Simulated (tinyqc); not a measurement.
What moves the results: Lorentz oscillators and the Kramers-Kronig relations. A value that a table varies takes the place of the one given here.

eps(E) = 1 + sum_j S_j/(E0_j^2 - E^2 - i G_j E).

Kramers-Kronig: eps1(E) = 1 + (2/pi) P integral_0^infinity E1 eps2(E1)/(E1^2 - E^2) dE1. Maclaurin rule on the grid E_j = j h, j = 1 .. M: eps1(E_i) = 1 + (4 h/pi) sum over j with j - i odd of E_j eps2(E_j)/(E_j^2 - E_i^2); nothing is added above E_M.

n + i k = sqrt(eps1 + i eps2) with k >= 0; R = ((n - 1)^2 + k^2)/((n + 1)^2 + k^2) at normal incidence from vacuum; alpha = 2 E k/(hbar c), times 1e8 for 1/cm; loss function Im(-1/eps) = eps2/(eps1^2 + eps2^2).

Constants: hbar c = 1973.269805 eV angstrom.

Parameters, chosen for this exercise: E0 = (3.48, 5.52) eV (resonances); G = (0.24, 1.11) eV (widths); S = (28.5, 53.9) eV^2 (strengths); h = 0.5 eV (grid step); M = 36 (grid points E_j = j h); E_t = 1.4 eV (energy below the first line); E = 4.31 eV (photon energy).

## Numerical transform against the formula

Every third grid point is listed; the error is the transform minus the formula.

Dielectric function:

| E (eV) | eps2 | eps1 formula | eps1 transform | error |
|---|---|---|---|---|
| 1.00 | 0.124 | 5.390 | 9.789 | 4.399 |
| 2.50 | 0.744 | 8.009 | 4.837 | -3.173 |
| 4.00 | 2.749 | -2.502 | -14.743 | -12.241 |
| 5.50 | 8.931 | -0.245 | 0.765 | 1.009 |
| 7.00 | 1.072 | -2.245 | -3.730 | -1.485 |
| 8.50 | 0.293 | -0.701 | -0.326 | 0.374 |
| 10.00 | 0.130 | -0.080 | -0.686 | -0.606 |
| 11.50 | 0.071 | 0.242 | 0.421 | 0.180 |
| 13.00 | 0.044 | 0.434 | 0.095 | -0.339 |
| 14.50 | 0.029 | 0.559 | 0.664 | 0.106 |
| 16.00 | 0.021 | 0.646 | 0.425 | -0.221 |
| 17.50 | 0.015 | 0.709 | 0.775 | 0.066 |

What does this show, and why?

The largest error listed is -12.241 at 4.00 eV. The rule samples every 2h = 1 eV and the narrowest line is 0.24 eV wide, so it is not resolved. The grid ends at 18 eV, where eps2 is still 0.014; the error at the last point listed, nearest the missing tail, is +0.066.

## How far the spectrum must be known

The integrals are done by adaptive quadrature and cut at E_cut. f-sum share: (2/pi) integral of E eps2 over sum S. Static share: (2/pi) integral of eps2/E over eps(0) - 1.

Cut integrals:

| E_cut (eV) | eps1(E_t) | f-sum share | static share |
|---|---|---|---|
| 4.4 | 4.118 | 0.364 | 0.643 |
| 6.1 | 5.374 | 0.769 | 0.926 |
| 8.3 | 5.643 | 0.911 | 0.989 |
| 11.0 | 5.675 | 0.944 | 0.996 |
| 16.6 | 5.686 | 0.967 | 0.999 |
| 27.6 | 5.689 | 0.981 | 1.000 |

eps1(E_t) from the formula = 5.690

What does this show, and why?

Cut at 6.1 eV, just above the last line, eps1(E_t) lacks 0.316; cut at 27.6 eV it lacks 0.001. At 8.3 eV the static sum has reached 0.989 and the f-sum only 0.911: the f-sum weights eps2 by E and the static sum by 1/E, so the f-sum needs the far tail.

## Optical constants across the spectrum

Spectrum:

| E (eV) | eps1 | eps2 | n | k | R | loss |
|---|---|---|---|---|---|---|
| 0.83 | 5.303 | 0.099 | 2.303 | 0.022 | 0.156 | 0.004 |
| 1.96 | 6.446 | 0.360 | 2.540 | 0.071 | 0.190 | 0.009 |
| 3.09 | 13.772 | 3.382 | 3.739 | 0.452 | 0.340 | 0.017 |
| 4.22 | -0.104 | 2.247 | 1.036 | 1.085 | 0.221 | 0.444 |
| 5.34 | 1.978 | 8.336 | 2.296 | 1.815 | 0.351 | 0.114 |
| 6.47 | -3.341 | 2.185 | 0.570 | 1.915 | 0.628 | 0.137 |
| 7.60 | -1.426 | 0.582 | 0.239 | 1.218 | 0.683 | 0.245 |
| 8.73 | -0.572 | 0.253 | 0.164 | 0.774 | 0.665 | 0.648 |
| 9.86 | -0.121 | 0.138 | 0.177 | 0.390 | 0.539 | 4.097 |
| 10.99 | 0.152 | 0.086 | 0.404 | 0.106 | 0.185 | 2.819 |
| 12.12 | 0.332 | 0.057 | 0.578 | 0.050 | 0.072 | 0.506 |
| 13.25 | 0.458 | 0.041 | 0.677 | 0.030 | 0.037 | 0.192 |

What does this show?

Among the energies listed the largest values are at (eV): eps2 5.34; n 3.09; k 6.47; R 7.60; loss 9.86. eps1 crosses zero at 3.49, 4.23, 5.48 and 10.30 eV; the last crossing is upward and marks the plasmon, against sqrt(sum S) = 9.08 eV for free electrons.

## What each oscillator parameter does

At the energy E. Each row changes one parameter from the base and keeps the others.

Results:

| case | eps1 | eps2 | n | k | R |
|---|---|---|---|---|---|
| base | 0.603 | 2.256 | 1.212 | 0.931 | 0.158 |
| E0 = (3.48, 5.796) eV | -0.039 | 1.726 | 0.918 | 0.940 | 0.195 |
| G = (0.24, 1.665) eV | 0.024 | 2.692 | 1.165 | 1.155 | 0.226 |
| S = (28.5, 64.68) eV^2 | 1.383 | 2.570 | 1.467 | 0.876 | 0.144 |
| E = 4.526 eV | 1.960 | 2.601 | 1.615 | 0.805 | 0.137 |

What can be read from the table?

The largest shifts from the base row, up to three for each result and ties (the steps differ in size, so this ranks the rows, not the parameters). eps1: E +1.358, S +0.780, E0 -0.642. eps2: E0 -0.531, G +0.436, E +0.345. n: E +0.403, E0 -0.294, S +0.254. k: G +0.224, E -0.126, S -0.055. R: G +0.068, E0 +0.037, E -0.021.

tinyqc: `OMP_NUM_THREADS=1 python tinyqc.py 1651681 1651682 out.jsonl`; about 0.2 s, one thread, shared Intel(R) Xeon(R) Processor @ 2.30GHz.
